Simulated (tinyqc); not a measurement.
## Trench capacitor in an array: capacitance, non-linearity, leakage and relaxation: cell against the aspect ratio

A film between two metal electrodes, each interface adding a series capacitance ci. The small-signal permittivity is ek (1 + aq E^2); the field is found with the linear permittivity. Leakage J = J0 sinh(E/Ef). After a voltage step the film passes a relaxation current kr C V tt^(-nr), tt being the time in seconds. The sidewall is a coaxial capacitor with radii a = dm/2 - t and b = dm/2, depth AR dm; the end face is left out.

Per length 1/c = ln(b/a)/(2 pi eps0 ek) + (1/a + 1/b)/(2 pi ci); cell capacitance c AR dm; per footprint over pt^2; fields c V/(2 pi eps0 ek r) at r = a and b; resistance of the inner electrode rho AR dm/(pi a^2); time constant R C/3 of the distributed line.

Parameters, values chosen for the exercise; permittivity of the order of that of titanium dioxide:
```
symbol,value,unit,meaning
ek,75.2,,relative permittivity of the film
t,24,nm,film thickness
ci,36,uF/cm^2,capacitance of each electrode interface (dead layer and screening)
V,2.4,V,bias
dm,110,nm,diameter of the hole
pt,190,nm,pitch of the square array
rho,1300,uohm cm,resistivity of the inner electrode
```

Constants: eps0 = 8.8541878128e-14 F/cm where lengths are in cm. Results are converted to the units shown.

The same in every row: field at a (MV/cm) = 1.161; field at b (MV/cm) = 0.6546.

Results:
```
AR	cell capacitance (fF)	per footprint (uF/cm^2)	R (kohm)	R C/3 (ps)
5	3.452	9.561	2.368	2.725
10	6.903	19.12	4.737	10.90
20	13.81	38.24	9.473	43.60
50	34.52	95.61	23.68	272.5
70	48.32	133.9	33.16	534.1
100	69.03	191.2	47.37	1090
```

Estimate the missing row, AR = 30.

Computed row:
```
AR	cell capacitance (fF)	per footprint (uF/cm^2)	R (kohm)	R C/3 (ps)
30	20.71	57.37	14.21	98.09
```

With this row back in the table: As AR goes from 5 to 100, the cell capacitance rises from 3.45 to 69.0 fF, the capacitance per footprint rises from 9.56 to 191 uF/cm^2, the ratio of the two fields stays at 1.77 and R C/3 rises from 2.72 to 1090 ps; the time constant goes as AR^(2.00) between the first two rows and AR^(2.00) between the last two.

Computed by the program tinyqc: `OMP_NUM_THREADS=1 python tinyqc.py 2102147 2102148 out.jsonl`, one thread of a shared Intel Xeon 2.30GHz, about 0.01 s for the whole run.
